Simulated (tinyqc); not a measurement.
Junction parameters from two forward currents.

Question. D(v) = J1 (exp(v/Vt) - 1) + J2 (exp(v/(2 Vt)) - 1). Find J1, J2 and the voltage 2 Vt ln(J2/J1) near which both parts are equal.

Parameters, values chosen for the exercise: temperature T = 398 K.

Constants: q = 1.602176634e-19 C, kB = 1.380649e-23 J/K, Vt = kB T/q. Results are converted to the units shown.

junction voltages (V): 0.3  0.68
currents (uA/um): 2.6020713e-7  0.0027086540

Solution. The current is linear in J1 and J2, so two points give two equations.

J1 = 6.500e-12 uA/um
J2 = 2.800e-9 uA/um
crossover = 0.4161 V

tinyqc, about 0.3 s, one thread, Intel Xeon 2.30GHz (shared host): `OMP_NUM_THREADS=1 python tinyqc.py 2182004 2182005 out.jsonl`
